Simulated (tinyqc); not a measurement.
Long-channel MOSFET, surface-potential model: effect of the temperature.

n-channel transistor on a uniformly doped p-type body, gradual-channel approximation, constant mobility, Boltzmann statistics, full ionisation. Potentials are counted from the neutral body; V is the electron quasi-Fermi potential, Vsb at the source and Vsb + Vds at the drain. Charges are magnitudes per area.

Nc and Nv are given at 300 K and scale as (T/300 K)^1.5; Eg, Vfb and mu are held fixed. ni = sqrt(Nc Nv) exp(-Eg/(2 Vt)), Eg in volts; phiF = Vt ln(Na/ni); Cox = eps0 eox/tox; gamma = sqrt(2 q eps0 eps_r Na)/Cox. The surface potential psi at channel potential V solves Vgs + Vsb - Vfb - psi = gamma sqrt(G), G = psi - Vt + Vt exp((psi - 2 phiF - V)/Vt). Charge sheet: Qi = Cox gamma [sqrt(G) - sqrt(psi - Vt)]; I = mu (W/L) [integral of Qi dpsi from psi_0 to psi_L (drift) + Vt (Qi0 - QiL) (diffusion)], with psi_0 at V = Vsb and psi_L at V = Vsb + Vds. VT = Vfb + 2 phiF + gamma sqrt(2 phiF + Vsb), m = 1 + gamma/(2 sqrt(2 phiF + Vsb)). The swing is 20 mV/log10[I(VT - 0.14 V)/I(VT - 0.16 V)] of the charge-sheet current at the given Vds.

Inputs (values chosen for the exercise); material values close to those of gallium nitride: band gap Eg = 3.44 eV; relative permittivity of the semiconductor eps_r = 9.35; conduction-band density of states at the reference temperature Nc = 2.32e18 cm^-3; valence-band density of states at the reference temperature Nv = 4.68e19 cm^-3; acceptor density of the body Na = 6.8e17 cm^-3; relative permittivity of the gate insulator eox = 25.4; insulator thickness tox = 50 nm; flat-band voltage Vfb = -2.09 V; channel mobility mu = 230 cm^2/(V s); gate width W = 2 um; gate length L = 0.5 um; source-body reverse bias Vsb = 1 V; gate-source voltage Vgs = 3.09 V; drain-source voltage Vds = 1.2 V.

Constants: q = 1.602176634e-19 C, kB = 1.380649e-23 J/K, Vt = kB T/q, eps0 = 8.8541878128e-14 F/cm where lengths are in cm. Results are converted to the units shown.

The same in every row: gamma (V^0.5) = 0.9443.

Results:

| T (K) | VT (V) | m | swing (mV/decade) | I at Vgs, Vds (uA) |
|---|---|---|---|---|
| 220 | 3.235 | 1.226 | 53.82 | 8.291e-5 |
| 250 | 3.210 | 1.227 | 61.22 | 5.694e-4 |
| 280 | 3.184 | 1.227 | 68.65 | 0.002753 |
| 340 | 3.130 | 1.229 | 83.60 | 0.03124 |
| 370 | 3.102 | 1.229 | 91.12 | 0.08045 |
| 400 | 3.072 | 1.230 | 98.69 | 0.1797 |
| 430 | 3.042 | 1.230 | 106.3 | 0.3555 |

Estimate the missing row, T = 310 K.

Computed row:

| T (K) | VT (V) | m | swing (mV/decade) | I at Vgs, Vds (uA) |
|---|---|---|---|---|
| 310 | 3.158 | 1.228 | 76.11 | 0.01026 |

With this row back in the table: As T goes from 220 to 430 K, VT falls from 3.23 to 3.04 V, the swing rises from 53.8 to 106 mV a decade and the current rises from 8.29e-5 to 0.356 uA. The swing is 0.54 % above m Vt ln 10 in the first row and 1.2 % above it in the last. The gate voltage is below VT in 6 of the 8 rows. At T = 430 K the surface electron density at the source passes 0.3 Nc, where degeneracy and quantisation, left out here, matter. In every row acceptors of such wide-gap materials are deep, so full ionisation is an idealisation. In every row the mobility is held fixed, though a real channel mobility changes with T and would alter the trend of the current.

Numbers from tinyqc (`OMP_NUM_THREADS=1 python tinyqc.py 2360131 2360132 out.jsonl`; about 0.07 s on one thread of a shared Intel Xeon 2.30GHz).
